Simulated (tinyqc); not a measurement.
# Resistance of a tapered via with liner, size effect and interface: several studies

A round via whose diameter grows from db at the bottom as D(z) = db + 2 z/tan(ang). The fill, of diameter D - 2 tl, starts above the bottom liner (thickness fb tl) and has rho = rho0 (1 + ks lam/(D - 2 tl)); the sidewall liner conducts in parallel with it. The bottom liner and the interface are crossed over the full area pi db^2/4. Spreading in the lines above and below is left out.

Values chosen for this exercise; fill metal close to tungsten: diameter at the bottom db = 23 nm; height hv = 37 nm; sidewall angle ang = 87 degrees; bulk resistivity of the fill rho0 = 5.38 uohm cm; mean free path of the fill lam = 15.8 nm; size-effect factor ks = 0.9; liner on the sidewall tl = 2 nm; liner at the bottom over that on the sidewall fb = 0.5; resistivity of the liner rl = 270 uohm cm; interface resistivity at the bottom ri = 4.4e-12 ohm cm^2; ballistic conductance per area, about 3/(4 rho0 lam) Sb = 9.1e14 S/m^2; bulk resistivity of the second fill (close to copper) rho2 = 1.64 uohm cm; its mean free path lam2 = 41 nm; its liner tl2 = 2.1 nm.

Each table varies one quantity; the others keep the values above.

## Via resistance against the diameter at the bottom

Slices between z0 = fb tl and hv, evaluated at their midpoints: conductance per length pi/4 [(D - 2 tl)^2/rho + (D^2 - (D - 2 tl)^2)/rl], slice resistance = slice height over that. 2000 slices. R_fill = sum of the slices; R_bottom = rl fb tl/(pi db^2/4); R_interface = ri/(pi db^2/4); ballistic (Sharvin) limit 1/(Sb pi (db - 2 tl)^2/4); ideal cylinder rho0 hv/(pi db^2/4).

Result of one run:
columns A: db (nm); B: R_fill (ohm); C: R_bottom (ohm); D: R_interface (ohm); E: R (ohm); F: ballistic limit (ohm); G: R over ideal cylinder; H: largest part
```
A       B      C      D      E      F      G     H
16  25.42  13.43  2.188  41.03  9.716  4.145  fill
```

What becomes of these results when the diameter at the bottom db is changed from 16 to 80 nm, all else the same?

Result of the changed run:
columns A: db (nm); B: R_fill (ohm); C: R_bottom (ohm); D: R_interface (ohm); E: R (ohm); F: ballistic limit (ohm); G: R over ideal cylinder; H: largest part
```
A        B       C        D      E       F      G             H
80  0.4785  0.5371  0.08754  1.103  0.2422  2.786  bottom liner
```

The whole series:
columns A: db (nm); B: R_fill (ohm); C: R_bottom (ohm); D: R_interface (ohm); E: R (ohm); F: ballistic limit (ohm); G: R over ideal cylinder; H: largest part
```
A         B       C        D      E       F      G             H
6     724.7   95.49    15.56  835.8   349.8  11.87          fill
8.3   209.3   49.90    8.132  267.4   75.67  7.267          fill
11    79.72   28.41    4.630  112.8   28.55  5.383          fill
16    25.42   13.43    2.188  41.03   9.716  4.145          fill
22    10.53   7.103    1.157  18.79   4.318  3.589          fill
30    4.731   3.820   0.6225  9.174   2.070  3.258          fill
42    2.084   1.949   0.3176  4.351  0.9690  3.028          fill
58   0.9841   1.022   0.1665  2.173  0.4798  2.884  bottom liner
80   0.4785  0.5371  0.08754  1.103  0.2422  2.786  bottom liner
```

R falls from 836 to 1.10 ohm. The fill is the largest part at db = 6, the bottom liner from 58 on. R goes as db^(-3.51) between the first two rows and db^(-2.11) between the last two; area alone gives -2. For db = 80 the ballistic limit exceeds half of R_fill, so the diffusive model understates R.

## Via resistance against the sidewall angle

Same model as above.

2000 slices.

The same in every row: R_bottom (ohm) = 6.499; R_interface (ohm) = 1.059; ballistic limit (ohm) = 3.876.

Via resistance against the sidewall angle:
```
ang (degrees)  R_fill (ohm)  R (ohm)  R over ideal cylinder  largest part
90                    11.75    19.31                  4.030          fill
89                    10.84    18.40                  3.840          fill
88                    10.05    17.61                  3.675          fill
87                    9.362    16.92                  3.532          fill
86                    8.757    16.31                  3.405          fill
84                    7.742    15.30                  3.193          fill
82                    6.922    14.48                  3.022          fill
```

What does the comparison show?

R falls from 19.3 to 14.5 ohm. The fill is the largest part at ang = 90 and in all other rows. The share of the two bottom terms goes from 39.1 to 52.2 %. For ang = 84, 82 the ballistic limit exceeds half of R_fill, so the diffusive model understates R.

## Two fill metals against the diameter

2000 slices. R_fill = sum of the slices; R_bottom = rl fb tl/(pi db^2/4); R_interface = ri/(pi db^2/4). The second fill has rho2, lam2 and tl2 in place of rho0, lam and tl.

Result of one run:
```
db (nm)  R, first fill (ohm)  R, second fill (ohm)  ratio second/first
70                     1.460                 1.103              0.7558
```

What becomes of these results when the diameter at the bottom db is changed from 70 to 100 nm, all else the same?

Result of the changed run:
```
db (nm)  R, first fill (ohm)  R, second fill (ohm)  ratio second/first
100                   0.6934                0.5251              0.7572
```

The whole series:
```
db (nm)  R, first fill (ohm)  R, second fill (ohm)  ratio second/first
8.5                    247.4                 198.7              0.8031
12                     88.13                 67.58              0.7668
17                     35.21                 26.58              0.7549
24                     15.31                 11.52              0.7521
35                     6.496                 4.890              0.7527
49                     3.116                 2.350              0.7542
70                     1.460                 1.103              0.7558
100                   0.6934                0.5251              0.7572
```

The ratio goes from 0.803 to 0.757. The second fill gives the lower R in every row.

Numbers from tinyqc (`OMP_NUM_THREADS=1 python tinyqc.py 2750172 2750173 out.jsonl`; about 0.01 s on one thread of a shared Intel Xeon 2.30GHz).
